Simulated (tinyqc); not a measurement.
## CMOS latch-up, two-transistor model: effect of the temperature

A parasitic pnp (emitter at Vdd, base shunted by Rw) and npn (emitter at ground, base shunted by Rs) feed each other: the npn collector current flows out of the pnp base node, the pnp collector current into the npn base node. Forward-active transistors with constant gains: Icn = Isn exp(Vn/Vt), Icp = Isp (exp(Vp/Vt) - 1). A current Ii is injected into the npn base node.

Isn, Isp and Von are given at 300 K; the currents scale as T^3 exp(-1.12 V/Vt), Von falls by 1.5 mV/K, gains and resistances are fixed. Node equations: Vp/Rw + Icp/bp = Icn and Vn/Rs + Icn/bn = Icp + Ii. Loop gain G = gn gp/[(1/Rw + gp/bp)(1/Rs + gn/bn)], gn = Icn/Vt, gp = (Icp + Isp)/Vt; the off state ends where G = 1, and Ii there is the trigger current. On state with both base-emitter voltages at Von: npn base current Ib = (Von/Rs + bp Von/Rw)/(bn bp - 1), holding current Ih = (bn + 1) Ib + Von/Rs, holding voltage Vh = Vsat + Von + R2 (Ib + Von/Rs).

Values chosen for this exercise; values close to those of bulk CMOS:
- bn = 16.1 (current gain of the npn)
- bp = 5.6 (current gain of the pnp)
- Isn = 4.3e-15 A (saturation current of the npn at the reference temperature)
- Isp = 3.4e-16 A (saturation current of the pnp at the reference temperature)
- Rs = 860 ohm (substrate resistance shunting the npn)
- Rw = 2800 ohm (well resistance shunting the pnp)
- R2 = 22 ohm (resistance from the pnp collector to the npn base)
- Von = 0.68 V (base-emitter voltage in the on state)
- Vsat = 0.05 V (saturation voltage)
- Vdd = 0.9 V (supply voltage)

Constants: q = 1.602176634e-19 C, kB = 1.380649e-23 J/K, Vt = kB T/q. Results are converted to the units shown.

Results:
```
T (K),Vn at trigger (V),trigger current (mA),Ih (mA),Vh (V)
233,0.7632,0.9020,1.381,0.8511
263,0.7072,0.8353,1.301,0.8049
293,0.6496,0.7667,1.222,0.7587
323,0.5906,0.6964,1.142,0.7125
353,0.5301,0.6242,1.063,0.6663
383,0.4681,0.5500,0.9829,0.6201
443,0.3388,0.3948,0.8236,0.5278
```

Estimate the missing row, T = 413 K.

Computed row:
```
T (K),Vn at trigger (V),trigger current (mA),Ih (mA),Vh (V)
413,0.4044,0.4736,0.9033,0.5740
```

With this row back in the table: As T goes from 233 to 443 K, the trigger current falls from 0.902 to 0.395 mA, Ih falls from 1.38 to 0.824 mA and Vh falls from 0.851 to 0.528 V. Vh exceeds the supply Vdd = 0.9 V, which then cannot sustain a latched state, in 0 of the 8 rows.

tinyqc, about 0.09 s, one thread, Intel Xeon 2.30GHz (shared host): `OMP_NUM_THREADS=1 python tinyqc.py 2670112 2670113 out.jsonl`
